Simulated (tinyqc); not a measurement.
Resonant-tunnelling diode, transfer matrices and Tsu-Esaki current: one step of the calculation.

Emitter (band edge 0), barrier d1, well Lw, barrier d2, spacer ds, collector (edge -V). The bias drops linearly over these layers and none in the contacts; each layer is cut into ns equal slices, flat at the value of their centres. E is the energy of motion across the layers, C = hbar^2/(2 m0), psi and psi'/m are continuous. Transport is coherent, T(E) is taken as independent of the transverse momentum, and charge in the well is ignored.

Task. Running product of the slice matrices at the trial energy. For the pair (psi, psi'/m) a flat layer has M = [[cos kd, (m/k) sin kd], [-(k/m) sin kd, cos kd]] with k = sqrt(m (E - U)/C) above its edge U, and M = [[cosh Kd, (m/K) sinh Kd], [(K/m) sinh Kd, cosh Kd]] with K = sqrt(m (U - E)/C) below it. Later slices stand to the left. With M acting on (psi, psi'/m) and v = k/m in each lead, T(E) = 4 vL vR/[(vL vR M12 - M21)^2 + (vR M11 + vL M22)^2]. vL = sqrt(mw E/C)/mw, vR = sqrt(mw (E + V)/C)/mw.

Parameters, values chosen for the exercise; masses and offsets of a made-up heterostructure:
```
symbol    value  unit                                meaning
mw         0.03    m0  mass in the well, spacer and contacts
ns            2                         slices in each layer
V         0.024     V                  bias of the collector
E       0.02196    eV                           trial energy
```

Constants: q = 1.602176634e-19 C, hbar = 1.054571817e-34 J s, m0 = 9.1093837015e-31 kg, hbar^2/(2 m0) = 0.0380998212 eV nm^2. Results are converted to the units shown.

```
slice       U (eV)  m (m0)  width (nm)
0       0.20880498   0.067         2.4
1       0.20641494   0.067         2.4
2      -0.00781743    0.03         6.1
3      -0.01389212    0.03         6.1
4       0.19187552   0.067         2.4
5       0.18948548   0.067         2.4
6      -0.02228216    0.03        1.15
7      -0.02342739    0.03        1.15
```

Give: Product after each layer; T(E).

Result.

Product after each layer:
```
              M11  M12 (nm)  M21 (1/nm)     M22
barrier d1  7.818    0.9066       65.93   7.774
well        8.892     1.053      -68.27  -7.974
barrier d2  4.196    0.5910       23.74   3.582
spacer      5.401    0.7766       10.54   1.701
```

T(E) = 0.05974

tinyqc, about 0.1 s, one thread, Intel Xeon 2.30GHz (shared host): `OMP_NUM_THREADS=1 python tinyqc.py 2600025 2600026 out.jsonl`
